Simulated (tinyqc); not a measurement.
Capacitance measurement on a leaky thin oxide: effects of series resistance and leakage: one step of the calculation.

The device is a capacitance C in parallel with a leakage conductance G, in series with Rs and Ls. An impedance meter reports either a parallel pair (Cp, Gp) from Y = 1/Z = Gp + i w Cp or a series pair (Cs, Rm) from Z = Rm + 1/(i w Cs); w = 2 pi f, dissipation D = Gp/(w |Cp|).

Question. True capacitance and conductance. EOT = 3.9 tox/eox; CET = EOT + zc + zp; C = 3.9 eps0 A/CET; G = Jg A/Vs.

Values chosen for this exercise; values of the order met in thin-oxide MOS capacitors:
- eox = 3.9 (relative permittivity of the gate insulator (close to silicon dioxide))
- tox = 2.4 nm (insulator thickness)
- A = 400 um^2 (gate area)
- zc = 0.38 nm (oxide-equivalent thickness added by the accumulation layer)
- zp = 0 nm (oxide-equivalent thickness added by gate depletion)
- Jg = 0.035 A/cm^2 (gate leakage current density, not matched to the thickness)
- Vs = 0.4 V (voltage for an e-fold rise of the leakage)

Constants: eps0 = 8.8541878128e-14 F/cm where lengths are in cm. Results are converted to the units shown.

Find: EOT; CET; C; G.

Answer.

EOT = 2.4000 nm
CET = 2.7800 nm
C = 4.9685 pF
G = 0.35000 uS

Computed by the program tinyqc: `OMP_NUM_THREADS=1 python tinyqc.py 2022080 2022081 out.jsonl`, one thread of a shared Intel Xeon 2.30GHz, about 0.01 s for the whole run.
